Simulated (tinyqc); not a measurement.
Plane-wave Kohn-Sham cycle with exchange-only LDA in a layered model solid, step by step. Computed by tinyqc, a small Python program that keeps every step. Settings: points = 16, plane-wave index or count = 3, electrons = 2, k points = 3, area = 31.0, mixing = 0.3, iteration cap = 69. Command: `OMP_NUM_THREADS=1 python tinyqc.py 31226 31227 out.jsonl` (the two numbers bound the seeds that draw the settings). One thread of a shared host (Intel(R) Xeon(R) Processor @ 2.60GHz), about 0.02 s of CPU time with the checks. Later iterations appear only in the table of the cycle.

## Iteration 1: potential

A solid whose potential varies along x alone (atomic units):

| parameter | value |
|---|---|
| period a | 17.600000 |
| cross-section of the cell | 31.000000 |
| electrons per cell | 2 |
| grid points | 16 |
| plane waves -n..n, n | 3 |
| k points | 3 |
| V1 in V1 cos(2 pi x/a) | -0.300000 |

density at the start, on the grid x_j = j a/N (e/bohr^3): 0.003666  0.003666  0.003666  0.003666  0.003666  0.003666  0.003666  0.003666  0.003666  0.003666  0.003666  0.003666  0.003666  0.003666  0.003666  0.003666

V_H(G) = 4 pi rho(G)/G^2 for G != 0 (uniform background); v_x = -(3 rho/pi)^(1/3); V = V_ext + V_H + v_x; Fourier components f(G_m) = (1/N) sum_j f(x_j) exp(-i G_m x_j).

Potentials on the grid (hartree):

| x | V_ext | V_H | v_x | V |
|---|---|---|---|---|
| 0.0000 | -0.3000 | 0.0000 | -0.1518 | -0.4518 |
| 1.1000 | -0.2772 | 0.0000 | -0.1518 | -0.4290 |
| 2.2000 | -0.2121 | 0.0000 | -0.1518 | -0.3640 |
| 3.3000 | -0.1148 | 0.0000 | -0.1518 | -0.2666 |
| 4.4000 | 0 | 0.0000 | -0.1518 | -0.1518 |
| 5.5000 | 0.1148 | 0.0000 | -0.1518 | -0.0370 |
| 6.6000 | 0.2121 | 0.0000 | -0.1518 | 0.0603 |
| 7.7000 | 0.2772 | 0.0000 | -0.1518 | 0.1253 |
| 8.8000 | 0.3000 | 0.0000 | -0.1518 | 0.1482 |
| 9.9000 | 0.2772 | 0.0000 | -0.1518 | 0.1253 |
| 11.0000 | 0.2121 | 0.0000 | -0.1518 | 0.0603 |
| 12.1000 | 0.1148 | 0.0000 | -0.1518 | -0.0370 |
| 13.2000 | 0 | 0.0000 | -0.1518 | -0.1518 |
| 14.3000 | -0.1148 | 0.0000 | -0.1518 | -0.2666 |
| 15.4000 | -0.2121 | 0.0000 | -0.1518 | -0.3640 |
| 16.5000 | -0.2772 | 0.0000 | -0.1518 | -0.4290 |

V(G_m), m = 0, 1, 2, ... (hartree): -0.1518  -0.1500  0.0000  0.0000  0.0000  0.0000  0.0000

## Iteration 1: Hamiltonian at one k

k = 0.0000 2 pi / a

H(m,m') = (k + G_m)^2/2 delta + V(G_m - G_m'), with V(-G) = V(G).

H (hartree):
```
         -3       -2       -1       +0       +1       +2       +3
-3   0.4217  -0.1500   0.0000   0.0000   0.0000   0.0000   0.0000
-2  -0.1500   0.1031  -0.1500   0.0000   0.0000   0.0000   0.0000
-1   0.0000  -0.1500  -0.0881  -0.1500   0.0000   0.0000   0.0000
+0   0.0000   0.0000  -0.1500  -0.1518  -0.1500   0.0000   0.0000
+1   0.0000   0.0000   0.0000  -0.1500  -0.0881  -0.1500   0.0000
+2   0.0000   0.0000   0.0000   0.0000  -0.1500   0.1031  -0.1500
+3   0.0000   0.0000   0.0000   0.0000   0.0000  -0.1500   0.4217
```

## Iteration 1: levels at that k

Diagonalise the Hermitian matrix.

eigenvalues (hartree): -0.3582  -0.1798  -0.0247  0.1295  0.1799  0.4869  0.4878

## Iteration 1: new density

Motion across x is left out: the lowest 1 band(s) hold two electrons at each of the k points (j + 1/2)/nk - 1/2. Residual R = rho(out) - rho(in); rho(new) = rho(in) + 0.3 R. rho(out) = 2/(a A nk) sum |psi|^2 with psi = sum c exp(i G x). Harris energy E = band energy - dV sum rho (V_H/2 + v_x) + (3/4) dV sum rho v_x with rho(in), dV = a A/N, band energy = (2/nk) sum of the filled levels.

rho(out) (e/bohr^3): 0.015368  0.012400  0.006480  0.002177  0.000485  0.000084  0.000014  0.000002  0.000000  0.000002  0.000014  0.000084  0.000485  0.002177  0.006480  0.012400

density after iteration 1 (e/bohr^3): 0.007176  0.006286  0.004510  0.003219  0.002711  0.002591  0.002570  0.002567  0.002566  0.002567  0.002570  0.002591  0.002711  0.003219  0.004510  0.006286

energy per cell = -0.640427 hartree

## Iteration 2: potential

As before.

Potentials on the grid (hartree):

| x | V_ext | V_H | v_x | V |
|---|---|---|---|---|
| 0.0000 | -0.3000 | 0.2136 | -0.1899 | -0.2764 |
| 1.1000 | -0.2772 | 0.1881 | -0.1817 | -0.2708 |
| 2.2000 | -0.2121 | 0.1239 | -0.1627 | -0.2509 |
| 3.3000 | -0.1148 | 0.0462 | -0.1454 | -0.2140 |
| 4.4000 | 0 | -0.0258 | -0.1373 | -0.1631 |
| 5.5000 | 0.1148 | -0.0837 | -0.1353 | -0.1042 |
| 6.6000 | 0.2121 | -0.1254 | -0.1349 | -0.0482 |
| 7.7000 | 0.2772 | -0.1505 | -0.1348 | -0.0082 |
| 8.8000 | 0.3000 | -0.1589 | -0.1348 | 0.0063 |
| 9.9000 | 0.2772 | -0.1505 | -0.1348 | -0.0082 |
| 11.0000 | 0.2121 | -0.1254 | -0.1349 | -0.0482 |
| 12.1000 | 0.1148 | -0.0837 | -0.1353 | -0.1042 |
| 13.2000 | 0 | -0.0258 | -0.1373 | -0.1631 |
| 14.3000 | -0.1148 | 0.0462 | -0.1454 | -0.2140 |
| 15.4000 | -0.2121 | 0.1239 | -0.1627 | -0.2509 |
| 16.5000 | -0.2772 | 0.1881 | -0.1817 | -0.2708 |

V(G_m), m = 0, 1, 2, ... (hartree): -0.1493  -0.0712  0.0070  0.0004  0.0001  0.0001  0.0000

## Iteration 2: Hamiltonian at one k

k = 0.0000 2 pi / a

As before.

H (hartree):
```
         -3       -2       -1       +0       +1       +2       +3
-3   0.4242  -0.0712   0.0070   0.0004   0.0001   0.0001   0.0000
-2  -0.0712   0.1056  -0.0712   0.0070   0.0004   0.0001   0.0001
-1   0.0070  -0.0712  -0.0856  -0.0712   0.0070   0.0004   0.0001
+0   0.0004   0.0070  -0.0712  -0.1493  -0.0712   0.0070   0.0004
+1   0.0001   0.0004   0.0070  -0.0712  -0.0856  -0.0712   0.0070
+2   0.0001   0.0001   0.0004   0.0070  -0.0712   0.1056  -0.0712
+3   0.0000   0.0001   0.0001   0.0004   0.0070  -0.0712   0.4242
```

## Iteration 2: levels at that k

As before.

eigenvalues (hartree): -0.2241  -0.1162  -0.0361  0.1129  0.1219  0.4403  0.4404

## Iteration 2: new density

As before.

rho(out) (e/bohr^3): 0.011887  0.010445  0.007082  0.003705  0.001502  0.000481  0.000128  0.000032  0.000014  0.000032  0.000128  0.000481  0.001502  0.003705  0.007082  0.010445

density after iteration 2 (e/bohr^3): 0.008590  0.007534  0.005282  0.003365  0.002348  0.001958  0.001838  0.001806  0.001801  0.001806  0.001838  0.001958  0.002348  0.003365  0.005282  0.007534

energy per cell = -0.418980 hartree

## Convergence

Stop when sqrt(dV sum R^2) is below 1e-8, dV = a A/N.

Course of the cycle:

| iteration | E (hartree) | norm of the residual |
|---|---|---|
| 1 | -0.640427 | 1.20e-01 |
| 2 | -0.418980 | 6.22e-02 |
| 3 | -0.357444 | 2.53e-02 |
| 4 | -0.354333 | 2.18e-02 |
| 5 | -0.353490 | 1.09e-02 |
| 6 | -0.353098 | 9.39e-03 |
| 7 | -0.352955 | 4.67e-03 |
| 8 | -0.352886 | 4.35e-03 |
| 9 | -0.352858 | 2.19e-03 |
| 10 | -0.352843 | 2.19e-03 |
| 11 | -0.352836 | 1.18e-03 |
| ... | ... | ... |
| 59 | -0.404166 | 8.47e-02 |
| 60 | -0.404166 | 8.47e-02 |
| 61 | -0.404166 | 8.47e-02 |
| 62 | -0.404166 | 8.47e-02 |
| 63 | -0.404166 | 8.47e-02 |
| 64 | -0.404166 | 8.47e-02 |
| 65 | -0.404166 | 8.47e-02 |
| 66 | -0.404166 | 8.47e-02 |
| 67 | -0.404166 | 8.47e-02 |
| 68 | -0.404166 | 8.47e-02 |
| 69 | -0.404166 | 8.47e-02 |

Not converged within 69 iterations: the residual has stopped falling. Reruns (cap 100 unless said): mixing 0.1: not converged; mixing 0.5, Kerker q0 1.0: converged in 100 (E = -0.35283); mixing 0.3, Pulay depth 5: converged in 31 (E = -0.35283); the original settings with a cap of 400: not converged.
